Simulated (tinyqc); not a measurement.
# Permittivity of the insulator from five potentials

Inverse problem. A node lies on a semiconductor-insulator interface. Steps: hs = tb/2 down into the semiconductor, ho = tox/2 up into the insulator, hy = L/5 sideways. The flux balance of its box reads eox (hy/ho)(above - node) + eps_r (hy/hs)(below - node) + [(eps_r hs + eox ho)/(2 hy)](left + right - 2 node) - q Na (hs/2) hy/eps0 = 0. Find eox.

Values chosen for this exercise; semiconductor permittivity made up: relative permittivity of the semiconductor eps_r = 11.1; half the body thickness tb = 5 nm; insulator thickness tox = 1.9 nm; channel length L = 39 nm; acceptor density of the depleted body Na = 1.9e18 cm^-3.

Constants: q = 1.602176634e-19 C, eps0 = 8.8541878128e-14 F/cm where lengths are in cm. Results are converted to the units shown.

psi (V): node 0.16730999, above 0.14969841, below 0.17668203, left 0.089581646, right 0.53

Solution. The balance is linear in eox.

eox = 3.90

tinyqc, about 0.1 s, one thread, Intel Xeon 2.30GHz (shared host): `OMP_NUM_THREADS=1 python tinyqc.py 2480120 2480121 out.jsonl`
